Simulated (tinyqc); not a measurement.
Composition and strain of an epitaxial Si(1-x)Ge(x) layer from Raman and X-ray peaks: one step, computed by the program tinyqc. Command: `OMP_NUM_THREADS=1 python tinyqc.py 3013971 3013972 out.jsonl epiraman walk`. One thread of a shared host (Intel(R) Xeon(R) Processor @ 2.30GHz), about 0.01 s of CPU time with the checks.

A (001) layer, biaxially strained in the plane. The Raman peaks follow empirical lines omega = w0 + c1 x + c3 x^3 + b eps (c3 for Si-Ge alone), with eps the in-plane strain.

Task: Lattice constants and strain. Relaxed lattice constant a(x) = a_Si + (a_Ge - a_Si) x - B x (1 - x). In-plane constant a_par = a_sub + R (a(x) - a_sub); eps = a_par/a(x) - 1; eps_perp = -(2 C12/C11) eps with 2 C12/C11 linear in x; a_perp = a(x) (1 + eps_perp).

Inputs (values chosen for the exercise, modelled on silicon-germanium):
```
quantity                value      unit
Ge fraction x            0.45         -
degree of relaxation R   0.48         -
lattice constant of Si  5.431  angstrom
lattice constant of Ge  5.658  angstrom
bowing B                0.027  angstrom
2 C12/C11 of Si         0.769         -
2 C12/C11 of Ge         0.747         -
```

Substrate: germanium.

Give: relaxed constant a(x); substrate constant a_sub; a_par; in-plane strain eps; strain along the normal; a_perp.

Result:

relaxed constant a(x) = 5.5265 angstrom

substrate constant a_sub = 5.658 angstrom

a_par = 5.5949 angstrom

in-plane strain eps = 12.376 per mille

strain along the normal = -9.3948 per mille

a_perp = 5.4745 angstrom

The layer is under tension in the plane and is shortened along the normal.
